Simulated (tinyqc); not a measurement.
The best anneal temperature for the time t: solubility, supersaturation, precipitation and gettering of an impurity in a silicon-like host. Computed by tinyqc, a small Python program. Command: `OMP_NUM_THREADS=1 python tinyqc.py 3023087 3023088 out.jsonl ripen walk`. One thread of a shared host (Intel(R) Xeon(R) Processor @ 2.30GHz), about 0.01 s of CPU time with the checks.

The wafer was saturated at T1 and is then held at T.

Inputs (values chosen for the exercise, modelled on gold in silicon): site density N0 = 5e+22 1/cm^3; enthalpy of solution H = 1.92 eV; entropy of solution S = 2.3 k_B; diffusion prefactor D0 = 0.00022 cm^2/s; migration energy Q = 1.14 eV; temperature of saturation T1 = 1350 K; anneal temperature T = 906 K; sink density n = 2.5e+08 1/cm^3; initial sink radius r0 = 48 nm; impurity density in the precipitate C_p = 2.1e+22 1/cm^3; interface energy gamma = 0.75 J/m^2; anneal time t = 34000 s.

Constants: k_B = 8.617333262e-05 eV/K; k_B = 1.380649e-23 J/K.

Method:
- C_eq(T) = N0 exp(S/k_B - H/(k_B T)); D(T) = D0 exp(-Q/(k_B T)); C0 = C_eq(T1). Supersaturation s = C0/C_eq(T); critical radius r* = 2 gamma/(C_p k_B T ln s); barrier W* = (4 pi/3) gamma r*^2. Strain energy is left out.
- r_f = [r0^3 + 3 (C0 - C_eq)/(4 pi n C_p)]^(1/3), tau_f = 1/(4 pi n r_f D).
- Growing sinks: with y = r/r_f and y0 = r0/r_f, dy/dt = (1 - y^3)/(3 tau_f y), which integrates to t/tau_f = F(y) - F(y0), F(y) = (1/2) ln[(1 + y + y^2)/(1 - y)^2] - sqrt(3) arctan[(2y + 1)/sqrt(3)]; the share of the excess left is (1 - y^3)/(1 - y0^3), and C(t) = C_eq + (C0 - C_eq) x share.

C0 = 3.38971e+16 1/cm^3

Dissolved share after t:
```
T (K)     C_eq/C0   tau_f (s)  C(t)/C0
608    1.7889e-09  3.4462e+08  0.99996
702    2.4192e-07  1.8707e+07  0.99926
810    1.6655e-05  1.5163e+06  0.99075
918    4.2362e-04  2.2201e+05  0.93215
1026   5.4516e-03  4.8781e+04  0.66375
1134   4.3125e-02  1.4459e+04  0.19343
1228   1.9404e-01  6.2416e+03  0.19995
1296   5.0274e-01  4.0978e+03  0.50294
```

What follows from these numbers?

The lowest dissolved share among these rows is 0.19 at 1134 K. Above it solubility sets the floor; below it diffusion is too slow for this time. Solubility falls with H = 1.92 eV and diffusion with Q = 1.14 eV.

Extremes, crossings and ranges named in words are read from the listed rows.
